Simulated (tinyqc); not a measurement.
From results back to parameters: four-band model of biased bilayer graphene near K. Four cases, with inputs chosen for the exercise.

Problem. With g1 the hopping between the dimer sites, v0 the velocity of one layer (hbar v) and no skew hoppings, the direct gap at K is U and the smallest gap is U g1/sqrt(U^2 + g1^2), on a ring of radius (U/2 v0) sqrt((2 g1^2 + U^2)/(g1^2 + U^2)). The values below come from hidden g1 and v0.

Find: g1; v0.

Method. 1/gap^2 = 1/U^2 + 1/g1^2 gives g1; the radius then gives v0.

Case 1.

Values chosen (out of a larger set: near those used for Bernal bilayer graphene; not measured data): U = 0.33 eV (potential difference of the layers).

smallest gap = 0.2311947 eV
radius = 0.0329496 1/angstrom

Solution.

g1 = 0.324 eV
v0 = 6.114 eV angstrom

Case 2.

Values chosen (out of a larger set: near those used for Bernal bilayer graphene; not measured data): U = 0.38 eV (potential difference of the layers).

smallest gap = 0.2562399 eV
radius = 0.0394014 1/angstrom

Solution.

g1 = 0.347 eV
v0 = 5.816 eV angstrom

Case 3.

Values chosen (out of a larger set: near those used for Bernal bilayer graphene; not measured data): U = 0.37 eV (potential difference of the layers).

smallest gap = 0.2728591 eV
radius = 0.0345822 1/angstrom

Solution.

g1 = 0.404 eV
v0 = 6.647 eV angstrom

Case 4.

Values chosen (out of a larger set: near those used for Bernal bilayer graphene; not measured data): U = 0.18 eV (potential difference of the layers).

smallest gap = 0.1574624 eV
radius = 0.0184027 1/angstrom

Solution.

g1 = 0.325 eV
v0 = 6.498 eV angstrom

Computed by tinyqc, one run a case: `OMP_NUM_THREADS=1 python tinyqc.py N N+1 out.jsonl` with N = 1480505, 1480720, 1480792, 1480806; one thread of a shared Intel(R) Xeon(R) Processor @ 2.30GHz, about 0.08 s a run at most.
